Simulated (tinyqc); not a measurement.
Thermal resistances of a two-die stack.

Inverse problem. Heat leaves through the lower die only, and the system is linear. Find the resistance R1 from the lower die to the coolant, R2 between the dies, and the rise of the upper die when both are powered.

Values chosen for this exercise: power of the lower die P1 = 54 W; power of the upper die P2 = 3.6 W.

rises of the lower and upper die with only the lower one powered (K): [16.2, 16.2]
rises of the lower and upper die with only the upper one powered (K): [1.08, 2.124]

Answer. With only the lower die powered no heat crosses R2, so both dies rise by P1 R1; the difference in the second test is P2 R2; rises add.

R1 = 0.300 K/W
R2 = 0.290 K/W
rise of the upper die = 18.3 K

Numbers from tinyqc (`OMP_NUM_THREADS=1 python tinyqc.py 2162109 2162110 out.jsonl`; about 0.04 s on one thread of a shared Intel Xeon 2.30GHz).
